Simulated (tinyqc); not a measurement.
# Voltage acceleration of oxide breakdown, four models on the same data: lifetime against voltage in four models

Field E = V/tox in MV/cm. Models: ln(t63/1 s) = a - c X with X = E (E model), -1/E (1/E model), ln V (power law, c the exponent n) or sqrt(E).

a and c were fitted to stress data from 3.91 to 5.46 V. Project to Vu, multiply by exp[(Ea q/kB)(1/Tu - 1/Ts)] and by ks; ten years are 3.15576e8 s.

Inputs (values chosen for the exercise): oxide thickness tox = 5.1 nm; stress temperature Ts = 373 K; use temperature Tu = 378 K; activation energy Ea = 0.64 eV; factor for area and percentile ks = 6.1e-5.

Constants: q = 1.602176634e-19 C, kB = 1.380649e-23 J/K. Results are converted to the units shown.

```
model         c         a
E       3.39823   35.3096
1/E     283.995  -27.4371
power   31.2616   52.0616
sqrt E  20.6456   66.5115
```

Result of one run:
```
log10 years, E  log10 years, 1/E  log10 years, power  log10 years, sqrt E
-5.001                    -2.349              -3.859               -4.470
```

Which use voltage Vu gave this result: 1.84, 2.21, 2.94, 3.67 or 4.03 V?

Vu = 2.94 V.

The whole series:
```
Vu (V)  log10 years, E  log10 years, 1/E  log10 years, power  log10 years, sqrt E
1.84            -1.818             10.44               2.503              0.02662
2.21            -2.889             4.719             0.01568               -1.607
2.57            -3.930            0.7316              -2.033               -3.070
2.94            -5.001            -2.349              -3.859               -4.470
3.3             -6.043            -4.683              -5.428               -5.750
3.67            -7.114            -6.604              -6.870               -6.995
4.03            -8.155            -8.135              -8.141               -8.147
4.4             -9.226            -9.448              -9.333               -9.279
```

The four agree within 0.22 decades in the last row, inside the stress range, and part by 12.3 decades in the first. The local exponent -d ln t/d ln V is c E for the E model, which shrinks as V falls, constant for the power law, and c/E for the 1/E model, which grows as V falls.

Range of the model: All four laws are empirical fits; none is established far below the stress range.

Computed by the program tinyqc: `OMP_NUM_THREADS=1 python tinyqc.py 2070167 2070168 out.jsonl`, one thread of a shared Intel Xeon 2.30GHz, about 0.01 s for the whole run.
